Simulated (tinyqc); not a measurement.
Charge control and current of a heterostructure field-effect transistor. From one set of inputs to another, one input at a time. Computed by tinyqc, a small Python program. Command: `OMP_NUM_THREADS=1 python tinyqc.py 3022701 3022702 out.jsonl hemt ladder`. One thread of a shared host (Intel(R) Xeon(R) Processor @ 2.30GHz), about 0.02 s of CPU time with the checks.

Two subbands in a triangular well; E_F is counted from the conduction band edge of the channel at the interface.

The inputs printed are set A. Inputs not listed in the table keep their values of set A, so the rows need not describe a real material.

Inputs (values chosen for the exercise, modelled on AlGaAs/GaAs):

| quantity | value | unit |
|---|---|---|
| channel mass m | 0.064 | m_0 |
| permittivity eps (barrier and channel) | 12.3 | - |
| barrier thickness d | 38 | nm |
| Schottky barrier phi_B | 0.99 | eV |
| conduction band offset dE_c | 0.26 | eV |
| delta-doping density N_d | 4.2e+12 | 1/cm^2 |
| gate voltage V_G | 0.48 | V |
| mobility mu | 5300 | cm^2/(V s) |
| saturation velocity v_s | 1.3 | 1e7 cm/s |
| gate length L | 1800 | nm |
| source resistance R_S | 0.54 | ohm mm |
| temperature T | 300 | K |
| mixing | 0.3 | - |
| iteration cap | 200 | - |
| spacer between delta layer and channel | 3.6 | nm |

Charge source: delta doping. Velocity law: smooth.

Constants: e = 1.602176634e-19 C; eps_0 = 8.8541878128e-12 F/m; k_B = 8.617333262e-05 eV/K; hbar = 1.054571817e-34 J s; m_0 = 9.1093837015e-31 kg; k_B = 1.380649e-23 J/K.

Method:
- Threshold V_T = phi_B - dE_c - e N_d (d - spacer)/(eps eps_0) (in volts); C_b = eps eps_0/d.
- Charge control: n_s = C_b (V_G - V_T - E_F/e)/e. Well: mean field F = e n_s/(2 eps eps_0), E_i = (hbar^2/2m)^(1/3) [(3 pi e F/2)(i + 3/4)]^(2/3), i = 0, 1; n_s = D k_B T sum_i ln(1 + exp((E_F - E_i)/k_B T)), D = m/(pi hbar^2), which is solved in closed form for E_F.
- Iteration from n_s = C_b (V_G - V_T)/(2e): E_F from n_s, n_out from the charge control, n_new = n_s + mixing (n_out - n_s), kept above n_s/10; stop when |n_out/n_s - 1| < 1e-9.
- C_g = e dn_s/dV_G = 1/(1/C_b + 1/C_q), 1/C_q = d(E_F/e)/d(e n_s) by a central difference of +/- 0.1 % in n_s; added distance dd = eps eps_0/C_q.
- With V = e n_s/C_g and V_c = v_s L/mu: for v = mu F/(1 + mu F/v_s), V_Dsat = V_c (sqrt(1 + 2V/V_c) - 1) and I/W = C_g v_s (V - V_Dsat); g_m = dI/dV; extrinsic g_m/(1 + g_m R_S); f_T = g_m/(2 pi C_g L).

Each row keeps all changes above it:

| input moved | from | to | saturation current I/W (mA/mm) | intrinsic f_T (GHz) | gate capacitance C_g (microfarad/cm^2) |
|---|---|---|---|---|---|
| set A | - | - | 306.79 | 7.72 | 0.25487 |
| source resistance R_S (ohm mm) | 0.54 | 0.37 | 306.79 | 7.72 | 0.25487 |
| Schottky barrier phi_B (eV) | 0.99 | 0.92 | 322.33 | 7.78 | 0.25513 |
| barrier thickness d (nm) | 38 | 40 | 334.56 | 7.89 | 0.24383 |
| conduction band offset dE_c (eV) | 0.26 | 0.16 | 313.07 | 7.81 | 0.24350 |
| mobility mu (cm^2/(V s)) | 5300 | 8100 | 354.32 | 8.46 | 0.24350 |
| gate length L (nm) | 1800 | 75 | 544.47 | 260.46 | 0.24350 |
| saturation velocity v_s (1e7 cm/s) | 1.3 | 1.4 | 583.89 | 279.87 | 0.24350 |

Saturation current I/W goes from 307 to 584, a factor 1.90 in all. The largest single move comes from gate length L (a factor 1.54), and conduction band offset dE_c works against it (a factor 0.936). Intrinsic f_T goes from 7.72 to 280, a factor 36.2 in all. The largest single move comes from gate length L (a factor 30.8). Gate capacitance C_g goes from 0.255 to 0.243, a factor 0.955 in all. The largest single move comes from barrier thickness d (a factor 0.956). The single moves hold for this order of the switches; the total does not depend on the order.

Caution (all rows): E_F lies above the conduction band minimum of the barrier, so electrons would spill into the barrier.

Extremes, crossings and ranges named in words are read from the listed rows.
